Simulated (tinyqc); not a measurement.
# Modulation-doped quantum well, Poisson-Schroedinger loop with local exchange and correlation: effect of the temperature

A well of width L centred at z = 0 between barriers Vb; effective-mass electrons, parabolic bands. The electrons come from donor sheets outside the mesh, a share fL of Ns on the left and the rest on the right, so the structure is neutral. Energies are counted from the band edge of the well, with U = 0 on the first node in the Hartree part.

Schroedinger equation -C d/dz (1/m) dpsi/dz + (V0 + U) psi = E psi, C = hbar^2/(2 m0), on a fine mesh (400 intervals across the well) with hard walls 4.235 nm outside the well edges (to within half a fine step); the lowest 2 levels are kept. V0 = 0 in the well and Vb outside, plus q Fz z (1 kV/cm = 1e-4 eV/nm). N_k = D Vt ln(1 + exp((EF - E_k)/Vt)), D = md m0 q/(pi hbar^2), sum N_k = Ns; n = sum N_k |psi_k|^2. dU/dz = q (fL Ns - integral of n from the left)/(eps0 eps_r). Added to it: V_xc = -(2 Ry/(pi al rs)) [1 + 0.7734 (rs/21) ln(1 + 21/rs)] (Hedin-Lundqvist), al = (4/(9 pi))^(1/3), rs = (3/(4 pi n))^(1/3)/aB, aB = 4 pi eps0 eps_r hbar^2/(md m0 q^2), Ry = q/(8 pi eps0 eps_r aB) in eV. The loop is converged to 1e-9 eV; shares under 0.001 % are printed as 0.

Values chosen for this exercise; material values those of a made-up well:
```
symbol,value,unit,meaning
mw,0.193,m0,mass along z in the well
mb,0.278,m0,mass along z in the barriers
md,0.201,m0,in-plane mass
Vb,0.492,eV,barrier height
eps_r,10.7,,relative permittivity (all layers)
L,6.93,nm,well width
Ns,2e12,cm^-2,sheet density of electrons
fL,0.25,,share of the donors on the left side
Fz,40,kV/cm,applied field along z
```

Constants: q = 1.602176634e-19 C, kB = 1.380649e-23 J/K, hbar = 1.054571817e-34 J s, m0 = 9.1093837015e-31 kg, Vt = kB T/q, eps0 = 8.8541878128e-14 F/cm where lengths are in cm, hbar^2/(2 m0) = 0.0380998212 eV nm^2. Results are converted to the units shown.

Results:
columns A: T (K); B: E2 - E1 (meV); C: EF - E1 (meV); D: share of E2 (%); E: centroid (nm); F: charge in the barriers (%); G: range of U in the well (meV)
```
A       B      C       D      E     F     G
4    75.9   23.8       0  0.228  1.24  55.1
20   75.9   23.8       0  0.228  1.24  55.1
50   75.9   23.8       0  0.228  1.24  55.1
100  75.9   23.2  0.0800  0.228  1.24  55.1
200  75.9   18.0    2.48  0.222  1.32  55.3
300  75.9   7.66    7.50  0.210  1.48  55.5
400  75.8  -6.50    12.7  0.196  1.65  55.7
```

Estimate the missing row, T = 150 K.

Computed row:
columns A: T (K); B: E2 - E1 (meV); C: EF - E1 (meV); D: share of E2 (%); E: centroid (nm); F: charge in the barriers (%); G: range of U in the well (meV)
```
A       B     C      D      E     F     G
150  75.9  21.4  0.792  0.226  1.26  55.2
```

With this row back in the table: As T goes from 4 to 400, E2 - E1 stays near 75.9 meV, EF - E1 falls from 23.8 to -6.50 meV and the share of E2 rises from 0 to 12.7 %. EF stays below E2 throughout.

Program tinyqc, `OMP_NUM_THREADS=1 python tinyqc.py 2140004 2140005 out.jsonl`; Intel Xeon 2.30GHz, shared host, one thread, about 0.2 s.
